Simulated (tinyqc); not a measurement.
Inside a calculation. Model: correction of a charged-defect supercell by a model charge and potential alignment (plane-averaged potentials). Computed by tinyqc, a small Python program that keeps every step. Command: `OMP_NUM_THREADS=1 python tinyqc.py 3110589 3110590 out.jsonl align walk`. One thread of a shared host (Intel(R) Xeon(R) Processor @ 2.30GHz), about 0.01 s of CPU time with the checks. Intermediate numbers are printed to about 5 digits and carried at full precision; extremes and crossings named in words are read from the listed rows.

The "true" defect charge is (1 - x) q in a Gaussian of width sigma plus x q in one of width sigma_t, so the exact answer is known; the correction sees only a single model Gaussian of width sigma_m. A Gaussian of width s has the transform rho(G) = exp(-G^2 s^2/2), normalised to 1. A uniform background cancels q, so G = 0 is left out. Potentials are those felt by a unit positive charge. E_0 is the formation energy of the isolated defect, E_cell its value in the supercell, E_lat = E_iso - E_per of the model charge, C the true less the model potential far from the defect; the exact correction is E_0 - E_cell, and the error of a scheme is E_cell plus its correction less E_0.

Inputs (values chosen for the exercise, with screening close to that of GaAs): defect charge q = 1 e; dielectric constant eps = 12.9; edge of the cubic cell L = 19.4 angstrom; width sigma of the true defect charge = 1.4 angstrom; width sigma_m of the model charge = 1 angstrom; share x of the charge in a wide tail = 0; width sigma_t of the tail = 2.9 angstrom; formation energy of the isolated defect E_0 = 3.45 eV.

Constants: e^2/(4 pi eps_0) = 14.39964548 eV angstrom.

## The supercell energy and its true error

Periodic energy E_per = (2 pi q^2/(eps L^3)) (e^2/(4 pi eps_0)) sum_(G != 0) rho(G)^2/G^2, G = (2 pi/L)(n1, n2, n3), |n_i| <= 16. Isolated energy: two Gaussians of charges q_a, q_b and widths a, b interact by q_a q_b (e^2/(4 pi eps_0 eps)) sqrt(2/pi)/sqrt(a^2 + b^2), and the self-energy is half the sum over pairs. Supercell value E_cell = E_0 + E_per - E_iso for the true charge.

E_iso, true charge = 0.22492 eV

E_per, true charge = 0.14518 eV

E_cell = 3.3703 eV

exact correction = 0.079745 eV

## Lattice energy of the model charge

E_lat = E_iso - E_per for the model charge; point-charge value alpha q^2 e^2/(4 pi eps_0 eps 2 L) with alpha = 2.837297.

E_iso, model = 0.31489 eV

E_per, model = 0.23422 eV

E_lat = 0.080667 eV

point-charge value = 0.081627 eV

## Plane-averaged potentials

Plane-averaged potential at distance z from the defect: V(z) = (4 pi q/(eps L^3)) (e^2/(4 pi eps_0 e)) sum_(m != 0) rho(G_m) cos(G_m z)/G_m^2, G_m = 2 pi m/L, |m| <= 40.

Potentials (V):
```
z/L   z (angstrom)       true      model  difference
0.00          0.00   0.041321   0.046346  -0.0050254
0.05          0.97   0.037419   0.040756  -0.0033370
0.10          1.94   0.027625   0.028307  -0.0006810
0.15          2.91   0.015685   0.015101   0.0005836
0.20          3.88   0.004249   0.003370   0.0008789
0.25          4.85  -0.005653  -0.006571   0.0009187
0.30          5.82  -0.013784  -0.014706   0.0009220
0.35          6.79  -0.020110  -0.021032   0.0009222
0.40          7.76  -0.024629  -0.025551   0.0009222
0.45          8.73  -0.027341  -0.028263   0.0009222
0.50          9.70  -0.028244  -0.029167   0.0009222
```

The difference moves by 0.00 mV between z/L = 0.4 and 0.5: a plateau.

## Alignment and corrected energy

C = difference at z = L/2; E_corr = E_cell + E_lat - q C. For charges that have died out at L/2, C = (2 pi q/(eps L^3)) (e^2/(4 pi eps_0 e)) (<s^2> - sigma_m^2), <s^2> = (1 - x) sigma^2 + x sigma_t^2.

alignment C = 9.2216e-04 V

C, closed form = 9.2216e-04 V

E_corr = 3.45 eV

error with alignment (rounded to 1e-4 meV) = 0 meV

error without alignment = 0.92216 meV

error with the point-charge term alone = 1.8827 meV

error without correction = -79.745 meV

Errors are measured against E_0. Alignment cuts the error of the model charge from 0.92 to below 0.001 meV.

## Errors against cell size

Schemes: none; point-charge term alpha q^2 e^2/(4 pi eps_0 eps 2 L), alpha = 2.837297; E_lat of the model; E_lat - q C with C at z = L/2.

Error against E_0 (meV):
```
L (angstrom)     none  point charge  model charge  model and alignment
13.6          -110.97        5.4649        2.6767           2.4186e-05
16.5           -92.91        3.0602        1.4989           4.4107e-08
19.4           -79.74        1.8827        0.9222           3.1176e-11
```

Between the last two rows the uncorrected error scales as L^-0.94 and the point-charge remainder as L^-3.00. With alignment the error is 0.0 meV in the smallest cell and 0.00 meV in the largest.

Checks made by the program: E_lat against the point-charge value less 2 pi q^2 sigma_m^2 e^2/(4 pi eps_0 eps L^3) (relative difference 2e-07).
